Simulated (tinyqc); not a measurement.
Conductivity against temperature: Debye-Callaway model of lattice thermal conductivity. Computed by tinyqc, a small Python program. Command: `OMP_NUM_THREADS=1 python tinyqc.py 3018893 3018894 out.jsonl callaway walk`. One thread of a shared host (Intel(R) Xeon(R) Processor @ 2.30GHz), about 0.01 s of CPU time with the checks.

Three acoustic branches with one velocity v, cut at omega_D = k_B Theta/hbar; x = hbar omega/(k_B T). v and Theta are separate inputs: Theta cuts off the heat-carrying modes, so C need not reach 3 k_B/V. gamma is an effective value that sets the umklapp rate.

Inputs (values chosen for the exercise, modelled on magnesium oxide):
```
quantity                                value        unit
sound velocity v                         6800         m/s
Debye temperature Theta                   748           K
volume per atom V                        9.34  angstrom^3
mean atomic mass M                      20.15           u
effective Grueneisen parameter gamma     3.45           -
umklapp exponent divisor b                  3           -
mass variance Gamma                   0.00041           -
Casimir length L                         4500  micrometre
```

Sample: crystal. Point defects: isotopes. Normal processes: left out.

Constants: k_B = 1.380649e-23 J/K; hbar = 1.054571817e-34 J s; u = 1.6605390666e-27 kg.

Method:
- Gamma is given directly by the isotope mixture. A = V Gamma/(4 pi v^3).
- Rates: point defects A omega^4; umklapp B omega^2 T exp(-Theta/(b T)) with B = hbar gamma^2/(M v^2 Theta). Boundaries: v/L.
- kappa_1 = c int tau_C g dx, g = x^4 e^x/(e^x - 1)^2, c = (k_B/(2 pi^2 v)) (k_B T/hbar)^3, over 0 < x < min(Theta/T, 40), by 96 Gauss-Legendre points in s with x = x_max s^2; tau_C = tau_R, the inverse of the summed rates, and kappa = kappa_1.
- The boundary limit is C v^2/(3 x boundary rate), with C = 3 c int g dx / v^2.

Rayleigh coefficient A = 9.69157e-46 s^3

Kappa (W/(m K)):
```
T (K)  all processes  without point defects  boundary limit
7.5           1209.8                 1673.9          1673.9
15            4309.2                  13390           13391
26            7814.1                  52164           69736
45            4660.3                 8359.7      3.6147e+05
75            922.52                 1094.2      1.6278e+06
130           245.76                 263.42      6.1395e+06
220           96.722                 99.688      1.2718e+07
370           43.601                 44.198      1.7518e+07
600           22.309                 22.464      1.9740e+07
970           12.126                 12.171      2.0688e+07
```

What follows from these numbers?

kappa peaks among these rows at 26 K (T/Theta = 0.035) with 7810 W/(m K). The exponent d ln kappa/d ln T is 1.83 at the cold end and -1.27 at the hot end. Point defects cost most at 26 K, a factor 6.68.

Extremes, crossings and ranges named in words are read from the listed rows.
